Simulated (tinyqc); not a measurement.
# Gate sheet resistance from two finger widths

Problem. At low frequency R = Rsh Wf/(3 L) + B/Wf, where B collects the channel and vertical terms. Find Rsh, B and the width of lowest R.

Inputs (values chosen for the exercise):
```
symbol,value,unit,meaning
L,0.23,um,channel length
```

input resistance of single fingers, contacted at one end, of width 0.98 and 10 um (ohm): 570.38036  457.79710

Answer. R Wf is a straight line in Wf^2; the minimum of R lies where both terms are equal.

Rsh = 28.00 ohm/square
B = 520.0 ohm um
width of lowest R = 3.580 um

Program tinyqc, `OMP_NUM_THREADS=1 python tinyqc.py 2262172 2262173 out.jsonl`; Intel Xeon 2.30GHz, shared host, one thread, about 0.01 s.
